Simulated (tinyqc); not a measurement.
Admittance spectroscopy and thermally stimulated current of one trap level in a depletion layer: one step, computed by the program tinyqc.

A Schottky junction on n-type material holds one donor-like electron trap; shallow donors are fully ionised and abrupt depletion edges are assumed.

Task: Temperature of the peak. N_c = 2 (2 pi m k_B T/h^2)^(3/2), v_th = sqrt(3 k_B T/m), emission rate e_n = sigma v_th N_c exp(-E_t/(k_B T)). Where the level crosses the Fermi level capture equals emission, so the trap follows the signal with the rate 2 e_n; G/omega peaks at omega = 2 e_n (the correction for large N_t/N is left out). Solve 2 e_n(T_p) = 2 pi f.

Inputs (values chosen for the exercise, modelled on n-type germanium): density-of-states mass m = 0.562 m_0; shallow doping N = 1.7e+16 1/cm^3; trap density N_t = 7.4e+15 1/cm^3; trap depth E_t below the band = 0.213 eV; capture cross section sigma = 5.1e-17 cm^2; test frequency f = 400 Hz.

Constants: k_B = 1.380649e-23 J/K; m_0 = 9.1093837015e-31 kg; h = 6.62607015e-34 J s; k_B = 8.617333262e-05 eV/K.

Give: peak temperature T_p; N_c at T_p; e_n at T_p; E_c - E_F = k_B T_p ln(N_c/N).

Result:

peak temperature T_p = 169.6 K

N_c at T_p = 4.494e+18 1/cm^3

e_n at T_p = 1257 1/s

E_c - E_F = k_B T_p ln(N_c/N) = 0.08151 eV

Caution: N_t/N is not small, so the peak moves away from omega = 2 e_n.
